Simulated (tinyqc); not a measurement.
From results back to parameters: donor level screened by free carriers (Yukawa potential). Three cases, with inputs chosen for the exercise.

Problem. With Debye screening alone, ks^2 = 4 pi q n/(eps kB T), 1e18/cm^3 = 1e-6/angstrom^3. The converged binding was computed from a hidden density.

Potential -(q/(eps r)) exp(-ks r), q = e^2/(4 pi eps0). In units Ry* = Ry m/eps^2 and a* = a0 eps/m the problem is [-Laplacian - 2 exp(-x r)/r] psi = E psi with x = ks a*.

Converged values use 18 functions exp(-z r), z = 1.55^i, i = -11 to 6: S = 2/A^3, H = z_i z_j S - 2/(A + x)^2, A = z_i + z_j.

Constants: e^2/(4 pi eps0) = 14.39964547 eV angstrom; kB = 8.617333262e-05 eV/K.

Case 1.

Values chosen (out of a larger set: near those of a donor in InP, with one mean mass; not measured data): eps = 12.2 (dielectric constant); T = 400 K (temperature).

Ry* = 7.039 meV
a* = 83.84 angstrom
binding = 1.2360 meV

Case 2.

Values chosen (out of a larger set: near those of a donor in 4H SiC, with one mean mass; not measured data): eps = 9.4 (dielectric constant); T = 300 K (temperature).

Ry* = 59.436 meV
a* = 12.89 angstrom
binding = 9.4219 meV

Case 3.

Values chosen (out of a larger set: near those of a donor in Ge, with one mean mass; not measured data): eps = 16.2 (dielectric constant); T = 400 K (temperature).

Ry* = 8.502 meV
a* = 52.27 angstrom
binding = 1.5670 meV

Find: x; n.

Solution. The binding in Ry* falls steadily with x, so bisection gives x; then n = (x/a*)^2 eps kB T/(4 pi q).

Case 1.

x = 0.651
n = 0.14 x 1e18/cm^3

Case 2.

x = 0.676
n = 3.7 x 1e18/cm^3

Case 3.

x = 0.638
n = 0.46 x 1e18/cm^3

Computed by tinyqc, one run a case: `OMP_NUM_THREADS=1 python tinyqc.py N N+1 out.jsonl` with N = 1250473, 1250512, 1250514; one thread of a shared Intel(R) Xeon(R) Processor @ 2.30GHz, about 0.03 s a run at most.
